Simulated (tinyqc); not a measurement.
Gain against bias and Miller's formula: avalanche multiplication and breakdown of a junction from ionisation integrals. Computed by tinyqc, a small Python program. Command: `OMP_NUM_THREADS=1 python tinyqc.py 3001884 3001885 out.jsonl impact walk`. One thread of a shared host (Intel(R) Xeon(R) Processor @ 2.30GHz), about 0.01 s of CPU time with the checks.

Ionisation coefficients follow the local field. Position x runs through the depletion layer from the p side (x = 0), where electrons enter, to the n side (x = w), where holes enter. The built-in voltage is neglected.

Inputs (values chosen for the exercise, modelled on silicon):
```
quantity                               value    unit
electron prefactor a_n                686000    1/cm
electron field b_n                  1.19e+06    V/cm
hole prefactor a_p                  1.61e+06    1/cm
hole field b_p                      1.98e+06    V/cm
exponent c                                 1       -
permittivity eps                        11.7       -
doping N of the lightly doped side   3.6e+14  1/cm^3
```

Junction: one-sided abrupt n+p.

Constants: e = 1.602176634e-19 C; eps_0 = 8.8541878128e-12 F/m.

Method:
- alpha_n = a_n exp(-(b_n/F)^c), alpha_p = a_p exp(-(b_p/F)^c).
- Field F = F_m (1 - s), w = eps eps_0 F_m/(e N), V = F_m w/2, with s = 1 - x/w (the peak lies at the n+ side).
- With Phi(x) = int_0^x (alpha_n - alpha_p) dx': 1 - 1/M_n = I_n = int_0^w alpha_n exp(-Phi) dx and M_p = M_n exp(-Phi(w)); trapezoid rule on 401 even points; breakdown at I_n = 1.
- Solve I_n(F_m) = 1.
- Miller's exponent n is defined by 1 - 1/M = (V/V_B)^n for the larger M.

breakdown voltage = 530.495 V

critical field F_m = 0.243050 MV/cm

Gain:
```
V/V_B   V (V)  F_m (MV/cm)     M_n     M_p  Miller exponent n
0.50   265.25      0.17186    1.27  1.0041             2.2343
0.60   318.30      0.18827    1.68  1.0148             1.7764
0.70   371.35      0.20335    2.61  1.0462             1.3566
0.80   424.40      0.21739    5.04  1.1403             0.9911
0.90   477.45      0.23058   14.16  1.5182             0.6950
0.95   503.97      0.23690   34.38  2.3717             0.5755
0.98   519.89      0.24061   97.00  5.0262             0.5130
0.99   525.19      0.24183  202.08  9.4845             0.4936
```

The larger gain passes 2 between 0.600 and 0.700 of V_B and reaches 202 at 0.99. Miller's exponent runs from 0.49 to 2.2, so it is not a constant: a fit holds over a narrow range only. From the first row to the last the voltage grows by a factor 1.98 and the peak field by 1.41.

Extremes, crossings and ranges named in words are read from the listed rows.
